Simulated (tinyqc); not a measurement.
Biaxially strained (001) channel, valley splitting in an inversion layer: one step of the calculation.

A thin layer grown on a relaxed buffer is stretched in the plane. The two valleys with their long axis along the growth direction (D2) sink against the four in-plane ones (D4); confinement in a triangular well splits them too. Only the lowest subband of each set is kept; one relaxation time, so the weakening of intervalley scattering is left out.

Problem. Share of the light valleys and conductivity mass. EF solves Ns = N2 ln(1 + exp((EF - E2)/Vt)) + N4 ln(1 + exp((EF - E4)/Vt)); f2 is the share in D2, and 1/mc = f2/mt + (1 - f2)(1/mt + 1/ml)/2.

Inputs (values chosen for the exercise); values close to those of silicon on relaxed silicon-germanium:
- T = 300 K (temperature)
- ml = 0.907 m0 (longitudinal mass)
- mt = 0.194 m0 (transverse mass)
- Ns = 1.7e12 cm^-2 (inversion density)

Constants: q = 1.602176634e-19 C, kB = 1.380649e-23 J/K, Vt = kB T/q. Results are converted to the units shown.

EF = 0.093009348 eV
E2 = 0.11177644 eV
N2 = 4.1900872e12 cm^-2

Give: f2; mc.

Solution.

f2 = 0.9727
mc = 0.1961 m0

Numbers from tinyqc (`OMP_NUM_THREADS=1 python tinyqc.py 2530131 2530132 out.jsonl`; about 0.01 s on one thread of a shared Intel Xeon 2.30GHz).
